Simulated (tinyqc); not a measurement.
# Two-junction solar cell, detailed-balance limit, step by step

Computed by the program tinyqc: `OMP_NUM_THREADS=1 python tinyqc.py 2820118 2820119 out.jsonl`, one thread of a shared Intel Xeon 2.30GHz, about 0.01 s for the whole run. Printed values are rounded.

The top cell takes all photons above E1, the bottom cell those between E2 and E1. Each cell follows J = Jsc - J0 (exp(V/Vt) - 1) with J0 = q ge Phi(gap, T)/ERE; light emitted by one cell and absorbed by the other is left out. In series both carry one current; wired apart (four terminals) each works at its own maximum power point. Efficiencies are counted against Pin = fs X sigma Ts^4.

Parameters, values chosen for the exercise: cell temperature T = 298 K; temperature of the black-body sun Ts = 5760 K; share of the hemisphere filled by the sun fs = 2.16e-5; concentration X = 1; external radiative efficiency ERE = 0.01; number of faces that emit ge = 1; gap of the bottom cell E2 = 0.87 eV; gap of the top cell E1 = 1.72 eV.

Constants: q = 1.602176634e-19 C, kB = 1.380649e-23 J/K, h = 6.62607015e-34 J s, c = 299792458 m/s, Vt = kB T/q. Results are converted to the units shown.

## Photocurrents and dark currents

Photon flux above E from a black body at temperature T into a hemisphere: Phi(E, T) = A sum_k exp(-k E/th)[E^2 th/k + 2 E th^2/k^2 + 2 th^3/k^3], k = 1, 2, ..., with th = kB T/q in eV and A = 2 pi q^3/(h^3 c^2). J1 = q fs X Phi(E1, Ts), J2 = q fs X [Phi(E2, Ts) - Phi(E1, Ts)], J01 and J02 as above; sigma = 2 pi^5 kB^4/(15 h^3 c^2).

J1 = 27.7146 mA/cm^2
J2 = 38.1716 mA/cm^2
J01 = 1.01058e-21 mA/cm^2
J02 = 6.31563e-8 mA/cm^2
Pin = 134.820 mW/cm^2

The top cell limits the series current; the other has 38 % more.

## The series curve

J, point 0 to 7 (mA/cm^2): 0  13.86  22.17  24.94  26.05  26.61  27.16  27.58

V1 = Vt ln((J1 - J)/J01 + 1), V2 = Vt ln((J2 - J)/J02 + 1), power J (V1 + V2).

```
point   V1 (V)    V2 (V)  power (mW/cm^2)
0      1.32676  0.519236                0
1      1.30895  0.507651          25.1781
2      1.28544  0.496910          39.5146
3      1.26766  0.492029          43.8866
4      1.25454  0.489779          45.4394
5      1.24401  0.488564          46.1037
6      1.22631  0.487312          46.5420
7      1.18995  0.486314          46.2314
```

Among these points the power is largest at J = 27.16 mA/cm^2.

## Maximum power, in series and apart

In series V(J) = Vt [ln((J1 - J)/J01 + 1) + ln((J2 - J)/J02 + 1)], and J V(J) is largest where V = J Vt [1/(J1 - J + J01) + 1/(J2 - J + J02)]. Apart, each cell has (1 + v) exp(v) = 1 + Jsc/J0 at its maximum power point, v = Vmp/Vt.

series Jmp = 27.2879 mA/cm^2
series Vmp = 1.70659 V
series efficiency = 34.5418 %
top cell alone = 24.7046 %
bottom cell behind it = 11.8997 %

Wired apart the cells give 36.60 %; the series connection loses 2.1 points of that.
